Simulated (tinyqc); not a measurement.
Metal-induced gap states at the contact of a metal chain and a two-band chain, step by step. Values are carried at full precision from step to step, so a last printed digit may differ when a step is redone from the rounded ones.

The semiconductor alternates sites A at -Eg/2 and C at +Eg/2 with hopping -t; the gap runs from -Eg/2 to Eg/2. In the gap cosh(q a) = 1 + (Eg^2/4 - E^2)/(2 t^2) and the amplitude changes by -exp(-q a) a period. The metal has site energy 0 and hopping -tm; its end site has g_m = (E - i sqrt(4 tm^2 - E^2))/(2 tm^2). Sites 1, 2, ... count into the semiconductor, with energies e1, e2 alternating. The clean half chain has g1 = 1/(E - e1 - t^2 g2), g2 = 1/(E - e2 - t^2 g1), decaying root. With the contact G11 = 1/(1/g1 - tc^2 g_m), and the density on site j is -Im G_jj/pi = |psi_j/psi_1|^2 (-Im G11/pi), per spin, with psi_2/psi_1 = -t g2, psi_3/psi_2 = -t g1.

Constants: e^2/(4 pi eps0) = 14.39964547 eV angstrom.

Values chosen for the exercise (gap and optical dielectric constant near those of GaAs; the chain itself is a model; the results hold for these values, not for the real material): Eg = 1.45 eV (gap); t = 2.96 eV (hopping in the semiconductor); a = 4 angstrom (period (two sites); one chain for each area a^2); E = 0.22 eV (energy from mid-gap); tm = 3.46 eV (hopping in the metal); tc = 0.84 eV (hopping across the contact); end = C (site that touches the metal); eps = 10.5 (dielectric constant).

## Decay in the gap

Form cosh(q a), l = exp(-q a), q and the decay length 1/(2q) of the density.

cosh(q a) = 1.02723
l = 0.79227
q = 0.05821 1/angstrom
xi, the decay length of the density = 8.589 angstrom

## Green functions

The decaying root is g1 = (1 - l)/(E - e1), g2 = (1 - l)/(E - e2), l = exp(-q a). Form them, g_m and G11.

g1, g2 (1/eV): -0.41135  0.21982

g_m = 0.00919-0.28887i 1/eV
G11 = -0.40741-0.03407i 1/eV

## Density site by site

D1 = -Im G11/pi, D2 = (t g2)^2 D1, and each further period multiplies by l^2. The sum over all sites is (D1 + D2)/(1 - l^2). The Green functions stand in the order g1, g2.

density on sites 1 to 8 (1/eV): 0.01084  0.00459  0.00681  0.00288  0.00427  0.00181  0.00268  0.00114

Ds, the density per spin summed over the semiconductor = 0.04146 1/eV

The first period holds 37 % of the gap states at this energy.

## Pinning factor

Gap states per area N = 2 Ds/a^2 (two spins). Charge in them sits a distance xi from the metal, so S = 1/(1 + 4 pi e^2 N xi/eps), e^2 meaning e^2/(4 pi eps0); S is the change of the barrier per change of the metal work function.

N = 5.182e+13 1/(eV cm^2)
4 pi e^2 N xi/eps = 0.7671
S = 0.5659

Partial pinning, between the Bardeen (0) and Schottky (1) limits.

## Checks

- g1 from the closed form against decimation: both -0.411353.

Computed by tinyqc, a small Python program: `OMP_NUM_THREADS=1 python tinyqc.py 1450610 1450611 out.jsonl` (the numbers bound the seed that draws the inputs); one thread of a shared host (Intel(R) Xeon(R) Processor @ 2.30GHz), about 0.01 s for the whole set of steps.
